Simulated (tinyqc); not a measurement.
What moves the results: round or elliptic silicon nanowire with anisotropic valleys (Ritz method). A value that a table varies takes the place of the one given here.

Wire along x = [100] on a (001) wafer, y = [010], z = [001]. Valley groups, two valleys each (w = inverse masses): A, axis along z: w_y = 1/mt, w_z = 1/ml, m_x = mt; B, axis along y: w_y = 1/ml, w_z = 1/mt, m_x = mt; C, axis along x: w_y = w_z = 1/mt, m_x = ml.

Hard wall on the ellipse (y/a)^2 + (z/b)^2 = 1, c = hbar^2/2m0. With u = y/a, v = z/b the operator is -c [(w_y/a^2) d2/du2 + (w_z/b^2) d2/dv2] on the unit disc. Basis (1 - u^2 - v^2) u^i v^j; S, X and Y are the disc integrals of f f', (df/du)(df'/du) and (df/dv)(df'/dv), from the integral of u^p v^q = 2 Gamma((p+1)/2) Gamma((q+1)/2)/((p + q + 2) Gamma((p+q+2)/2)) for even p, q; H = c (w_y X/a^2 + w_z Y/b^2).

Converged values use 21 functions of each parity class (e or o in u, then in v).

Constants: hbar^2/2m0 = 3.80998211 eV angstrom^2.

Values chosen for the exercise (near those of a Si nanowire; shifted at random, so the results belong to these values and not to a real crystal):
- ml = 0.926 m0 (longitudinal mass)
- mt = 0.189 m0 (transverse mass)
- a = 39 angstrom (semi-axis along y)
- b = 28 angstrom (semi-axis along z)
- asp = (0.4, 0.6, 0.8, 1, 1.3, 1.8, 2.5) (ratios a/b)
- area = 34.3 nm^2 (cross-section, kept fixed)
- hw = 2 (height over mean width)

## Size of the basis

Lowest level of each group with 1, 3, 6 and 21 even functions.

Levels (meV):
```
functions      A      B       C
1          55.50  85.25  116.90
3          53.20  79.59  112.36
6          53.18  79.37  112.34
21         53.18  79.37  112.34
```

How do the results move?

One function errs by 4.4 % for A, 7.4 % for B and 4.1 % for C, six by 4.4e-05, 0.0037 and 4.6e-05 meV. The error grows with the axis ratio of the stretched ellipse (1.59, 3.08, 1.39); for a circle it is 6/5.783 - 1 = 3.7 %.

## Flattening the wire at fixed area

a = sqrt(area x ratio/pi), b = a/ratio, 1 nm^2 = 100 angstrom^2; lowest level of each group.

Levels (eV):
```
a/b  a (angstrom)  b (angstrom)       A       B       C
0.4          20.9          52.2  0.1283  0.0486  0.1513
0.6          25.6          42.7  0.0913  0.0501  0.1202
0.8          29.6          36.9  0.0733  0.0558  0.1093
1.0          33.0          33.0  0.0632  0.0632  0.1068
1.3          37.7          29.0  0.0548  0.0754  0.1103
1.8          44.3          24.6  0.0492  0.0971  0.1246
2.5          52.2          20.9  0.0486  0.1283  0.1513
```

How do the results move?

Each group is lowest where its stretched ellipse is a circle, at a/b = sqrt(w_y/w_z): 2.21 for A, 0.45 for B and 1.00 for C. The lowest group is B in the first row and A in the last, A and B crossing at a/b = 1 by symmetry; B - A is -80 meV in the first row and +80 meV in the last.

## Shape of the cross-section

Equal area, hard walls, lowest level of -c (w_y d2/dy2 + w_z d2/dz2), c = hbar^2/2m0. Rectangle W x H with H/W = hw; ellipse with b/a = hw; trapezoid of height H, base W/0.8 and top 0.6 of the base; isosceles triangle of height H and base 2W. Ellipse, trapezoid and triangle by converged Ritz bases; 1 nm^2 = 100 angstrom^2.

Levels:
```
shape      A (eV)  B (eV)  B - A (meV)
rectangle  0.1219  0.0527        -69.2
ellipse    0.1060  0.0485        -57.5
trapezoid  0.1097  0.0537        -56.0
triangle   0.0744  0.0676         -6.7
```

W = 41.4 angstrom
H = 82.8 angstrom

What does this show, and why?

For group A the order is triangle, ellipse, trapezoid, rectangle, spanning 64 %. For group B the order is ellipse, rectangle, trapezoid, triangle, spanning 40 %. The ellipse lies below the rectangle for both groups, since corners hold little of the wave function. The triangle is lowest for A, whose light mass lies across the width and gains from the wide base. The spacing B - A of the valley groups runs from -69 to -7 meV.

## What each parameter does

Lowest level of groups A and B. Each row changes one parameter from the base and keeps the others.

Results:
```
case             A (eV)  B (eV)  B - A (meV)
base             0.0532  0.0794         26.2
a = 37 angstrom  0.0573  0.0804         23.1
b = 26 angstrom  0.0557  0.0904         34.7
ml = 1.037 m0    0.0515  0.0783         26.8
mt = 0.208 m0    0.0498  0.0730         23.2
```

What can be read from the table?

The largest shifts from the base row, up to three for each result and ties (the steps differ in size, so this ranks the rows, not the parameters). A (eV): a +0.0041, mt -0.0034, b +0.0025. B (eV): b +0.0111, mt -0.0064, a +0.0011, ml -0.0011. B - A (meV): b +8.6, a -3.1, mt -2.9.

Program tinyqc; command `OMP_NUM_THREADS=1 python tinyqc.py 1250572 1250573 out.jsonl`; about 0.06 s on one thread of a shared Intel(R) Xeon(R) Processor @ 2.30GHz.
